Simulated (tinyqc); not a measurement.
## Via and link resistance from two via chains

Question. A chain of 1000 vias joined by 1000 metal links has R = 1000 (Rv + Rlink), with Rlink proportional to the link length. Find Rv, Rlink for length L, and the value of Rv that the short chain would give if the links were ignored.

resistance of chains of 1000 links with link lengths L and 3 L (ohm): [14900, 26900]

Answer. R per link is a straight line in the link length; its intercept at zero length is Rv.

Rv = 8.900 ohm
Rlink = 6.000 ohm
Rv without correction = 14.90 ohm

tinyqc, about 0.01 s, one thread, Intel Xeon 2.30GHz (shared host): `OMP_NUM_THREADS=1 python tinyqc.py 2750019 2750020 out.jsonl`
